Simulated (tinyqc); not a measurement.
Double-gate transistor below threshold, two-dimensional Poisson equation on a small mesh: one step of the calculation.

Half of a symmetric double-gate structure: row 0 is the mid-plane of the body, where the normal field vanishes. Mobile charge is neglected (subthreshold), the body is fully depleted, and potentials are counted from the intrinsic level; rows run upward to the gate, columns from source to drain.

Task. Gauss-Seidel sweep. Free nodes: rows 0..4, columns 1..5, taken row by row from row 0, left to right. t = (up psi(above) + dn psi(below) + lat [psi(left) + psi(right)] + s)/(up + dn + 2 lat), with the newest neighbours; psi(new) = t.

psi after iteration 1 (V):

|  | j=0 | j=1 | j=2 | j=3 | j=4 | j=5 | j=6 |
|---|---|---|---|---|---|---|---|
| row 0 | 0.5900000 | 0.0069691 | -0.0001218 | -0.0002081 | -0.0002091 | 0.0154800 | 1.2900000 |
| row 1 | 0.5900000 | 0.0103689 | -0.0001399 | -0.0003098 | -0.0003124 | 0.0230305 | 1.2900000 |
| row 2 | 0.5900000 | 0.0120274 | -0.0001286 | -0.0003593 | -0.0003634 | 0.0267133 | 1.2900000 |
| row 3 | 0.5900000 | 0.0472983 | 0.0031404 | -0.0000689 | -0.0002958 | 0.1037319 | 1.2900000 |
| row 4 | 0.2450000 | 0.0130509 | -0.0338828 | -0.0412745 | -0.0423363 | 0.0745187 | 0.5950000 |
| row 5 | -0.1000000 | -0.1000000 | -0.1000000 | -0.1000000 | -0.1000000 | -0.1000000 | -0.1000000 |

| row | up | dn | lat | s (V) |
|---|---|---|---|---|
| 0 | 59.533333 | 0 | 0.74210526 | -0.012606273 |
| 1 | 59.533333 | 59.533333 | 1.4842105 | -0.025212545 |
| 2 | 59.533333 | 59.533333 | 1.4842105 | -0.025212545 |
| 3 | 41.666667 | 59.533333 | 8.2421053 | -0.012606273 |
| 4 | 41.666667 | 41.666667 | 15 | 0 |

Give: psi after iteration 2.

Result.

psi after iteration 2 (V):

|  | j=0 | j=1 | j=2 | j=3 | j=4 | j=5 | j=6 |
|---|---|---|---|---|---|---|---|
| row 0 | 0.590 | 0.017 | 0.000 | -0.001 | 0.000 | 0.038 | 1.290 |
| row 1 | 0.590 | 0.021 | 0.000 | -0.001 | 0.000 | 0.047 | 1.290 |
| row 2 | 0.590 | 0.040 | 0.002 | -0.001 | 0.000 | 0.089 | 1.290 |
| row 3 | 0.590 | 0.066 | -0.007 | -0.015 | -0.009 | 0.161 | 1.290 |
| row 4 | 0.245 | 0.016 | -0.043 | -0.054 | -0.037 | 0.096 | 0.595 |
| row 5 | -0.100 | -0.100 | -0.100 | -0.100 | -0.100 | -0.100 | -0.100 |

Computed by the program tinyqc: `OMP_NUM_THREADS=1 python tinyqc.py 2480086 2480087 out.jsonl`, one thread of a shared Intel Xeon 2.30GHz, about 0.09 s for the whole run.
